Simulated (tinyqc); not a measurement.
# Two-sublattice mean-field magnet: ferrimagnet, compensation points and susceptibility, step by step

A worked calculation. Computed by tinyqc, a small Python program that keeps every step. Command: `OMP_NUM_THREADS=1 python tinyqc.py 3028916 3028917 out.jsonl ferri walk`. One thread of a shared host (Intel(R) Xeon(R) Processor @ 2.30GHz), about 0.01 s of CPU time with the checks. Intermediate numbers are printed to about 7 digits and carried at full precision; extremes and crossings named in words are read from the listed rows.

A random alloy A(1-x)B(x) with H = -sum over pairs J S_i.S_j. a = <S_A> and b = <S_B> are taken along z, a > 0. Exchange fields: h_A = (1 - x) zJ_AA a + x zJ_AB b, h_B = (1 - x) zJ_AB a + x zJ_BB b; a = S_A B_(S_A)(S_A h_A/(k_B T)) and likewise for b, with the Brillouin function B_S(y) = [(2S + 1)/(2S)] coth[(2S + 1) y/(2S)] - [1/(2S)] coth[y/(2S)].

Inputs (values chosen for the exercise, for a model ferrimagnet):
```
quantity                 value  unit
spin S_A                   1.5     -
spin S_B                   3.5     -
g factor g_A               2.1     -
g factor g_B                 2     -
fraction x of B sites     0.18     -
z J_AA                    28.3   meV
z J_BB                     4.3   meV
z J_AB                     -12   meV
T over T_c                0.24     -
largest number of steps   3000     -
```

Constants: k_B = 8.617333262e-05 eV/K.

## Ordering temperature

Linearised, T (a, b) = M (a, b) with M_ij = S_i (S_i + 1) c_j zJ_ij/(3 k_B), c_A = 1 - x, c_B = x. T_c is the larger eigenvalue, and its eigenvector gives b/a at onset, (T_c - M_AA)/M_AB.

M (K):
```
           A         B
A   336.6181  -31.3322
B  -599.4894   47.1550
```

eigenvalues (K): -7.4387  391.2117

T_c = 391.2117 K

b/a at onset = -1.742414

T = 93.89081 K

The antiferromagnetic A-B coupling raises T_c by 55 K over that of A alone.

## First step

Start from a = S_A, b = -S_B and apply the equations once.

h_A = 42.369 meV

h_B = -17.469 meV

new a = 1.494653

new b = -3.369508

## Self-consistent moments

Repeat from a = S_A, b = -S_B until a and b change by less than 1e-10.

Iteration:
```
step         a          b  largest change
1     1.500000  -3.500000    1.304917e-01
2     1.494653  -3.369508    2.834571e-03
3     1.494377  -3.366674    9.184448e-05
4     1.494368  -3.366582    2.942028e-06
5     1.494368  -3.366579    9.431019e-08
6     1.494368  -3.366579    3.023156e-09
7     1.494368  -3.366579    9.690915e-11
```

a = 1.494368

b = -3.366579

last change = 9.690915e-11

a is at 100 % and b at 96 % of saturation: the B spins feel the weaker field per spin and lose their order faster.

## Net moment and spin

Net moment m = (1 - x) g_A a + x g_B b in mu_B per site; net spin s = (1 - x) a + x b. At T = 0, a = S_A and b = -S_B. Effective g = m/s.

net moment m = 1.361333 mu_B

net spin s = 0.6193974

m at T = 0 = 1.323 mu_B

effective g = 2.197834

A dominates at T, as at T = 0.

## Compensation temperatures

Net moment m = (1 - x) g_A a + x g_B b in mu_B per site; net spin s = (1 - x) a + x b. T_M: m = 0; T_A: s = 0; searched between 0.02 and 0.97 T_c, and given as 0 if there is no change of sign.

magnetic compensation T_M = 0 K

angular-momentum compensation T_A = 0 K

No compensation in this range.

## Moments against temperature

The formulas are those given above.

Sublattices:
```
T/T_c     T (K)      a/S_A     -b/S_B  m (mu_B)
0.05    19.5606  1.0000000  0.9999910  1.323011
0.15    58.6818  0.9998445  0.9906235  1.334413
0.30   117.3635  0.9887957  0.9356457  1.375146
0.45   176.0453  0.9463623  0.8519132  1.371043
0.60   234.7270  0.8645567  0.7409585  1.299542
0.72   281.6724  0.7613137  0.6267102  1.176818
0.84   328.6179  0.6039602  0.4770364  0.958963
0.92   359.9148  0.4403657  0.3382254  0.711301
0.97   379.4754  0.2747242  0.2073276  0.448380
```

At 0.45 T_c A keeps 0.95 and B 0.85 of saturation. |m| first rises, to 1.375 at 0.3 T_c, because the minority sublattice falls faster (type P).

## Susceptibility above T_c

With a field B, T (a, b) = M (a, b) + (mu_B B/(3 k_B)) (g_A S_A (S_A + 1), g_B S_B (S_B + 1)). chi = m/B per site; C = mu_B [(1 - x) g_A^2 S_A (S_A + 1) + x g_B^2 S_B (S_B + 1)]/(3 k_B); the table gives C/chi, which tends to T - theta.

Inverse susceptibility:
```
T (K)     C/chi (K)  T - C/chi (K)
399.036      38.065       360.9712
430.333     149.120       281.2129
489.015     279.806       209.2091
586.818     428.404       158.4136
782.423     661.764       120.6590
1173.635   1076.851        96.7843
1956.059   1872.865        83.1939
3912.117   3837.030        75.0873
```

T - C/chi sinks from 361 K just above T_c to 75 K at 10 T_c, on its way to the asymptotic theta. The curve of 1/chi is a hyperbola that bends down to zero at T_c = 391 K, so a Curie-Weiss line fitted at high T misses T_c.

Checks made by the program: the fixed point (relative difference below 1e-10).
